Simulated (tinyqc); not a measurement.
# Metal gate on a two-layer dielectric stack with fixed charge and a dipole: what changes with what

Gate, layer 2, layer 1, p-type semiconductor; x runs from the gate inwards. Charges are counted in units of +q. psi is the band bending at the surface, positive towards inversion. Classical charge, Boltzmann statistics, no interface traps.

Values chosen for this exercise; band and dielectric values close to those of silicon, layer 1 close to silicon dioxide, layer 2 close to aluminium oxide: temperature T = 350 K; band gap Eg = 1.12 eV; relative permittivity eps_r = 11.6; conduction-band density of states at T Nc = 3.57e19 cm^-3; valence-band density of states at T Nv = 3.29e19 cm^-3; electron affinity chi = 3.98 eV; acceptor density Na = 1.7e17 cm^-3; work function of the gate metal pM = 5.05 eV; thickness of layer 1, next to the semiconductor t1 = 1.8 nm; relative permittivity of layer 1 e1 = 3.82; thickness of layer 2, next to the gate t2 = 6 nm; relative permittivity of layer 2 e2 = 8.87; fixed charge at the semiconductor interface Q1 = 7.4e10 cm^-2; fixed charge between the layers Q2 = 3.3e11 cm^-2; uniform charge density in layer 1 r1 = 0 cm^-3; uniform charge density in layer 2 r2 = 2.3e18 cm^-3; flat-band shift by a dipole layer between the layers Vd = -0.28 V.

Constants: q = 1.602176634e-19 C, kB = 1.380649e-23 J/K, Vt = kB T/q, eps0 = 8.8541878128e-14 F/cm where lengths are in cm. Results are converted to the units shown.

Each table varies one quantity; the others keep the values above.

## Flat band against the thickness t1

EOT = 3.9 (t1/e1 + t2/e2), Cox = eps0/(t1/e1 + t2/e2); phi_ms = pM - (chi + Eg - Vt ln(Nv/Na)). Vfb = phi_ms + Vd - (q/eps0) [Q1 (t1/e1 + t2/e2) + Q2 t2/e2 + r1 (t1^2/(2 e1) + t1 t2/e2) + r2 t2^2/(2 e2)]: each charge counts with its electrical distance from the gate. ni = sqrt(Nc Nv) exp(-Eg/(2 Vt)), Eg in volts, pB = Vt ln(Na/ni), Vth = Vfb + 2 pB + sqrt(4 q eps0 eps_r Na pB)/Cox.

Result of one run:
```
t1 (nm)  EOT (nm)  Vfb (V)  Vth (V)
3.6         6.313  -0.3177   0.8690
```

What becomes of these results when the thickness of layer 1, next to the semiconductor t1 is changed from 3.6 to 2.9 nm, all else the same?

Result of the changed run:
```
t1 (nm)  EOT (nm)  Vfb (V)  Vth (V)
2.9         5.599  -0.3153   0.8277
```

The whole series:
```
t1 (nm)  EOT (nm)  Vfb (V)  Vth (V)
0.5         3.149  -0.3069   0.6860
1.3         3.965  -0.3097   0.7332
2.1         4.782  -0.3125   0.7804
2.9         5.599  -0.3153   0.8277
3.6         6.313  -0.3177   0.8690
4.4         7.130  -0.3205   0.9162
5.2         7.947  -0.3233   0.9635
6           8.764  -0.3261    1.011
```

Vfb falls from -0.307 to -0.326 V and Vth rises from 0.686 to 1.01 V. The slope dVfb/dEOT is -3.43 mV/nm between the first two rows and -3.43 between the last two: a straight line, set by the charge below the growing layer, which reads as 7.40e10 cm^-2. A line through the end rows meets EOT = 0 at -0.296 V, against phi_ms + Vd = -0.171 V; an effective work function read from it is off by -405 mV from pM.

## Flat band against the thickness t2

Same model as above.

Flat band against the thickness t2:
```
t2 (nm)  EOT (nm)   Vfb (V)  Vth (V)
1          2.2774  -0.18809  0.75135
2          2.7171  -0.20337  0.76301
3          3.1567  -0.22334  0.76997
4          3.5964  -0.24800  0.77225
5          4.0361  -0.27736  0.76983
6          4.4758  -0.31141  0.76272
7          4.9155  -0.35015  0.75091
8          5.3552  -0.39358  0.73442
```

What does the comparison show?

Vfb falls from -0.188 to -0.394 V and Vth goes from 0.751 through a maximum of 0.772 (at t2 = 4 nm among the rows listed) to 0.734 V. The slope dVfb/dEOT is -34.8 mV/nm between the first two rows and -98.8 between the last two: the charge inside the growing layer bends the line. A line through the end rows meets EOT = 0 at -0.0360 V, against phi_ms + Vd = -0.171 V; an effective work function read from it is off by -145 mV from pM.

Computed by the program tinyqc: `OMP_NUM_THREADS=1 python tinyqc.py 2010148 2010149 out.jsonl`, one thread of a shared Intel Xeon 2.30GHz, about 0.01 s for the whole run.
